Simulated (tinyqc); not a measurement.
## Admittance spectroscopy of a deep trap: effect of the bias

Schottky contact on an n-type layer with shallow donors Nd (all ionised) and a donor-like deep trap, neutral when filled and positive when empty; depletion approximation. Traps within lam of the depletion edge stay filled. The traps at xt = W - lam, where the level crosses the Fermi level, follow a slow signal and not a fast one. w = 2 pi f.

Emission rate en = sn vth(T) Nc(T) exp(-Et/kB T) = sn g T^2 exp(-Et/kB T), g = vth Nc/(300 K)^2, as vth goes as T^0.5 and Nc as T^1.5 (degeneracy factor 1). lam = sqrt(2 eps0 eps_r (EF - ET)/(q Nd)), EF - ET = Et - (kB T/q) ln(Nc(T)/Nd), Nc(T) = Nc (T/300 K)^1.5. In the steady state at the band bending V, 2 eps0 eps_r V/q = Nd W^2 + Nt (W - lam)^2 (the second term only if W > lam). V = Vbi + Vr. C_HF = eps0 eps_r/W, C_LF = eps0 eps_r (Nd + Nt)/(Nd W + Nt xt). Inflection frequency w0 = 2 en [1 + Nt xt/(Nd W)]; C = C_HF + (C_LF - C_HF)/(1 + (w/w0)^2), G/w = (C_LF - C_HF)(w/w0)/(1 + (w/w0)^2).

Inputs (values chosen for the exercise); material values close to those of gallium arsenide:
```
symbol    value   unit                                      meaning
eps_r      12.7                               relative permittivity
Nc      4.47e17  cm^-3   conduction-band density of states at 300 K
vth       4.5e7   cm/s                    thermal velocity at 300 K
Nd       1.7e16  cm^-3                        shallow donor density
Vbi         0.8      V                             built-in voltage
Et         0.59     eV  depth of the trap below the conduction edge
sn      6.2e-15   cm^2                        capture cross-section
Nt       1.6e16  cm^-3                                 trap density
T           498      K                                  temperature
```

Constants: q = 1.602176634e-19 C, kB = 1.380649e-23 J/K, eps0 = 8.8541878128e-14 F/cm where lengths are in cm. Results are converted to the units shown.

Effect of the bias:
```
Vr (V),W (nm),xt/W,C_HF (nF/cm^2),step (nF/cm^2),step (% of C_HF)
0,249.44,0.25602,45.081,25.437,56.425
0.9,342.38,0.45799,32.843,11.707,35.647
1.7,402.61,0.53907,27.930,8.0382,28.780
2.6,458.79,0.59551,24.510,5.9795,24.396
3.4,502.35,0.63059,22.385,4.8841,21.819
4.3,546.41,0.66038,20.579,4.0568,19.713
5.1,582.28,0.68130,19.312,3.5295,18.276
6,619.73,0.70056,18.145,3.0817,16.984
```

What does the table show?

xt/W rises from 0.256 to 0.701 since lam stays at 186 nm, and the relative step falls from 56.4 to 17.0 %: the nearer xt lies to W in proportion, the less the traps add.

Computed by the program tinyqc: `OMP_NUM_THREADS=1 python tinyqc.py 2050159 2050160 out.jsonl`, one thread of a shared Intel Xeon 2.30GHz, about 0.01 s for the whole run.
